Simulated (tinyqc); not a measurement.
Free and trapped electrons in a MOS channel with a dense trap tail: one step of the calculation.

p-type body, charge-sheet picture, full ionisation (an idealisation for deep acceptors), Boltzmann statistics for free electrons. e = Ec - EF at the surface. Acceptor-like traps of density D(E) = D0 + De exp(-E/Ew) at depth E below Ec, from 0 to Eu, hold n_t = integral of D(E)/(1 + exp((e - E)/Vt)). psi = Eg - Vt ln(Nv/Na) - e; N_dep = sqrt(2 eps0 eps_r Na (psi - Vt)/q); n_f = sqrt(N_dep^2 + 2 eps0 eps_r Vt Nc exp(-e/Vt)/q) - N_dep; Vg = Vfb + psi + q (N_dep + n_t + n_f)/Cox, Cox = eps0 eox/tox.

Problem. Trapped charge. Trapezoid rule on 16 equal steps from 0 to Eu, f = 1/(1 + exp((e - E)/Vt)).

Values chosen for this exercise; band and dielectric values close to those of silicon:
```
symbol   value         unit                                             meaning
T          400            K                                         temperature
D0      6.9e10  cm^-2 eV^-1  constant background density of acceptor-like traps
De      1.1e13  cm^-2 eV^-1          density of the tail at the conduction edge
Ew        0.06           eV                            decay energy of the tail
Eu           1           eV        depth below Ec down to which the traps reach
e        0.206           eV                              Ec - EF at the surface
```

Constants: q = 1.602176634e-19 C, kB = 1.380649e-23 J/K, Vt = kB T/q. Results are converted to the units shown.

Give: E; D(E) f; n_t.

Solution.

```
point,E (eV),D(E) f (cm^-2 eV^-1)
0,0,2.8023e10
1,0.062500,6.0524e10
2,0.12500,1.2527e11
3,0.18750,2.0378e11
4,0.25000,1.8729e11
5,0.31250,1.2355e11
6,0.37500,8.9570e10
7,0.43750,7.6401e10
8,0.50000,7.1630e10
9,0.56250,6.9931e10
10,0.62500,6.9329e10
11,0.68750,6.9116e10
12,0.75000,6.9041e10
13,0.81250,6.9014e10
14,0.87500,6.9005e10
15,0.93750,6.9002e10
16,1.0000,6.9001e10
```

n_t = 9.1935e10 cm^-2

Numbers from tinyqc (`OMP_NUM_THREADS=1 python tinyqc.py 2222142 2222143 out.jsonl`; about 0.02 s on one thread of a shared Intel Xeon 2.30GHz).
